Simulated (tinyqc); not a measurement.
Inside a calculation. Model: thin-film transistor with exponential tail and deep states, accumulation layer.

Computed by the program tinyqc: `OMP_NUM_THREADS=1 python tinyqc.py 2610054 2610055 out.jsonl`, one thread of a shared Intel Xeon 2.30GHz, about 0.02 s for the whole run. Printed values are rounded.

An undoped film in accumulation, thicker than the space-charge layer. With band bending psi the Fermi level lies E0 - psi below the band edge. Free electrons n = n0 exp(psi/Vt) carry the current; electrons in two exponential distributions of traps, a = a0 exp(psi/Va) and d = d0 exp(psi/Vp), do not. Linear regime, ohmic contacts, traps in equilibrium.

Parameters, values chosen for the exercise; values close to those of an organic semiconductor: temperature T = 290 K; relative permittivity of the semiconductor eps_r = 3.2; density of extended states Nc = 9.5e19 cm^-3; band mobility mb = 2.9 cm^2/(V s); total density of tail states Nt = 9.4e19 cm^-3; characteristic temperature of the tail Tt = 460 K; total density of deep states Nd = 3e17 cm^-3; characteristic temperature of the deep states Td = 1300 K; bulk Fermi level below the band edge E0 = 0.55 eV; gate capacitance Ci = 12 nF/cm^2; ratio W/L WL = 10; drain voltage Vd = 0.05 V; gate voltage above flat band Vg = 34 V.

Constants: q = 1.602176634e-19 C, kB = 1.380649e-23 J/K, Vt = kB T/q, eps0 = 8.8541878128e-14 F/cm where lengths are in cm. Results are converted to the units shown.

Range of the model: The th form assumes a Fermi level far below the band edge; at the surface it overcounts the filled tail by a factor of about 1.4.

## Bulk densities

Va = kB Tt/q, Vp = kB Td/q; n0 = Nc exp(-E0/Vt), a0 = Nt th(T/Tt) exp(-E0/Va), d0 = Nd th(T/Td) exp(-E0/Vp), th(x) = pi x/sin(pi x).

Va = 0.0396397 V
Vp = 0.112025 V
th(T/Tt) = 2.15934
n0 = 2.62738e10 cm^-3
a0 = 1.91261e14 cm^-3
d0 = 2.40469e15 cm^-3

## Iteration 1: surface potential by Newton steps

psi at the start = 0.55 V

Va = kB Tt/q, Vp = kB Td/q. G(psi) = sum over the three kinds of c0 [V (exp(psi/V) - 1) - psi], field F = sqrt(2 q G/(eps0 eps_r)); Vg = psi + eps0 eps_r F/Ci at the surface. f = psi + eps0 eps_r F/Ci - Vg, f' = 1 + q rho/(Ci F) with rho = sum c0 (exp(psi/V) - 1); psi(new) = psi - f/f'.

F = 3438.59 kV/cm
f = 47.7391 V
f' = 1159.25
psi after iteration 1 = 0.508819 V

## Iteration 2: surface potential by Newton steps

As before.

F = 1939.96 kV/cm
f = 12.3134 V
f' = 622.687
psi after iteration 2 = 0.489044 V

## Course of the iteration: surface potential by Newton steps

Stop when psi changes by less than 1e-10 V, or after 30 iterations. psi must stay between 0 and 5 V.

Course of the iteration:
```
iteration   psi (V)  |change| (V)
1          0.508819        0.0412
2          0.489044        0.0198
3          0.485625       3.42e-3
4          0.485539       8.55e-5
5          0.485539       5.16e-8
6          0.485539      1.88e-14
```

Converged in 6 iterations. At the end the number of correct digits about doubles with each step.

## Free and total charge, current

psi_s = 0.485539 V

Va = kB Tt/q, Vp = kB Td/q. G(psi) = sum over the three kinds of c0 [V (exp(psi/V) - 1) - psi], field F = sqrt(2 q G/(eps0 eps_r)); Vg = psi + eps0 eps_r F/Ci at the surface. Total charge Q = Ci (Vg - psi_s); free charge Qf = q times the integral of n0 (exp(psi/Vt) - 1)/F over psi from 0 to psi_s; I = (W/L) mb Qf Vd; effective mobility mb Qf/Q.

surface densities (cm^-3): free 7.20262e18, tail 3.99222e19, deep 1.83389e17
Q = 402.174 nC/cm^2
Qf = 30.0141 nC/cm^2
effective mobility = 0.216426 cm^2/(V s)
I = 43.5204 nA

7.46 % of the induced charge is free, against 15.2 % of the electrons right at the surface.
